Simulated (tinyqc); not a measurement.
From results back to parameters: exchange-split free-electron bands and tunnelling magnetoresistance. Five cases, with inputs chosen for the exercise.

Problem. The electron density n_up + n_dn and the polarisation of the density of states, P = (k_up - k_dn)/(k_up + k_dn), are given; EF and Dx are hidden.

Majority and minority bands E = c k^2/m -/+ Dx/2, c = hbar^2/2m0, so k_up = sqrt(m (EF + Dx/2)/c), k_dn = sqrt(m (EF - Dx/2)/c); n_s = k_s^3/(6 pi^2), D_s = m k_s/(4 pi^2 c).

Constants: hbar^2/2m0 = 3.80998211 eV angstrom^2.

Case 1.

Values chosen: m = 1.38 m0 (mass in the electrodes).
n = 0.0375400 1/angstrom^3
P = 0.405899

Case 2.

Values chosen: m = 1.19 m0 (mass in the electrodes).
n = 0.0620112 1/angstrom^3
P = 0.546365

Case 3.

Values chosen: m = 1.05 m0 (mass in the electrodes).
n = 0.0804076 1/angstrom^3
P = 0.417286

Case 4.

Values chosen: m = 0.88 m0 (mass in the electrodes).
n = 0.0444179 1/angstrom^3
P = 0.515569

Case 5.

Values chosen: m = 0.88 m0 (mass in the electrodes).
n = 0.0271705 1/angstrom^3
P = 0.521855

Find: k_up, k_dn; EF; Dx.

Solution. k_dn/k_up = (1 - P)/(1 + P); n then fixes k_up; EF is the mean and Dx the difference of the two kinetic energies.

Case 1.

k_up, k_dn (1/angstrom): 1.2738  0.5383

EF = 2.64 eV
Dx = 3.68 eV

Case 2.

k_up, k_dn (1/angstrom): 1.5300  0.4488

EF = 4.07 eV
Dx = 6.85 eV

Case 3.

k_up, k_dn (1/angstrom): 1.6451  0.6764

EF = 5.74 eV
Dx = 8.16 eV

Case 4.

k_up, k_dn (1/angstrom): 1.3657  0.4365

EF = 4.45 eV
Dx = 7.25 eV

Case 5.

k_up, k_dn (1/angstrom): 1.1599  0.3644

EF = 3.20 eV
Dx = 5.25 eV

Computed by tinyqc, one run a case: `OMP_NUM_THREADS=1 python tinyqc.py N N+1 out.jsonl` with N = 1650608, 1650611, 1650618, 1650638, 1650824; one thread of a shared Intel(R) Xeon(R) Processor @ 2.30GHz, about 0.01 s a run at most.
